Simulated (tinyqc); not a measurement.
Inside a calculation: thresholds of impact ionisation and Auger recombination from band masses. Values are carried at full precision from step to step, so a last printed digit may differ when a step is redone from the rounded ones.

Parabolic bands, no phonon. At threshold the three slow carriers share one velocity. With M their total mass and m4 the mass of the fast carrier, the fast carrier has the kinetic energy E_T = G M/(M - m4) and the slow ones together E_a = G m4/(M - m4), the activation energy of the Auger rate. CCCH (fast electron): G = Eg, M = 2 me + mh, m4 = me. CHHS (hole into the split-off band): G = Eg - Dso, M = 2 mh + me, m4 = ms; this form holds for Eg > Dso (below, the process needs about Dso - Eg and is marked by a dash). CHHL (hole into the light band): G = Eg, M = 2 mh + me, m4 = ml. CHHH (fast heavy hole): G = Eg, M = 2 mh + me, m4 = mh.

Constants: kB = 8.617333262e-05 eV/K; hbar^2/2m0 = 3.80998211 eV angstrom^2.

Parameters, chosen for this exercise (near those of CdTe, gap at low temperature and not tied to T; not measured data):
```
symbol  value   unit  meaning
Eg      1.646   eV    gap at Gamma to the s-like level
Dso     0.905   eV    spin-orbit splitting
me      0.0978  m0    electron mass at Gamma
mh      0.59    m0    heavy-hole mass
ms      0.272   m0    split-off mass
ml      0.1147  m0    light-hole mass
T       300     K     temperature
```

## Thresholds of four processes

Give G, M, m4, E_T, E_a and E_a/kT.

Results:
```
process  G (eV)       M      m4  E_T (eV)  E_a (eV)  E_a/kT
CCCH     1.6460  0.7856  0.0978    1.8800    0.2340    9.05
CHHS     0.7410  1.2778  0.2720    0.9414    0.2004    7.75
CHHL     1.6460  1.2778  0.1147    1.8083    0.1623    6.28
CHHH     1.6460  1.2778  0.5900    3.0580    1.4120   54.62
```

The lowest activation energy is that of CHHL (162 meV), then CHHS (200 meV). At equal G a light fast carrier takes up the energy with little momentum, so little is asked of the slow ones; CHHH asks 0.86 Eg. For equal masses E_T would be 3/2 Eg; for electrons here it is 1.142 Eg.

## Momenta at the CCCH threshold

At the threshold of the parabolic CCCH process the fast electron has E_T = Eg M/(M - me), M = 2 me + mh, and the slow carriers E_a = E_T - Eg together. It has k4 = sqrt(me E_T/c), c = hbar^2/2m0; the slow carriers share k4 in proportion to their masses. Give the wave vectors and kinetic energies, and check that they add up to E_a.

k4 = 0.21968 1/angstrom

electron, electron, hole (1/angstrom): 0.02735  0.02735  0.16498

their kinetic energies (meV): 29.14  29.14  175.77

sum = 234.05 meV

The hole carries 75 % of the momentum and of the energy of the slow carriers.

## Non-parabolicity raises the threshold

Non-parabolic fast electron: E (1 + alpha E) = c k^2/me with alpha = (1 - me)^2/Eg; the slow carriers stay parabolic, so E_T = Eg + me E_T (1 + alpha E_T)/M, M = 2 me + mh (the root between Eg and 1.9 Eg).

Give alpha, E_T, E_a = E_T - Eg and k4.

alpha = 0.4945 1/eV
E_T = 2.2296 eV
E_a = 0.5836 eV
k4 = 0.34689 1/angstrom

E_a is 2.49 times the parabolic value, since an electron at E_T above the edge has 1 + alpha E_T = 2.10 times the squared momentum, and E_T itself is 1.19 times higher. In the real crystal the L valleys lie below this energy, so the fast electron may not stay in the Gamma valley.

## Temperature dependence

For non-degenerate carriers at fixed densities the Auger coefficient goes as exp(-E_a/kT), up to slowly varying powers of T. Give exp(-E_a/kT) for the parabolic and the non-parabolic CCCH value, and the characteristic temperature T0 = kT^2/E_a of each.

Boltzmann factors: 0.0001170  1.570e-10

T0 (K): 33  13

Non-parabolicity lowers the factor by 7.4e+05 times; direct CCCH is then negligible, and processes with lower thresholds, or assisted by phonons or defects, take over.

## Checks

- Largest energy that an electron at k4 can give to a pair, by numerical search, against Eg (eV): both 1.6460.

Program tinyqc; command `OMP_NUM_THREADS=1 python tinyqc.py 1850172 1850173 out.jsonl`; about 0.01 s on one thread of a shared Intel(R) Xeon(R) Processor @ 2.30GHz.
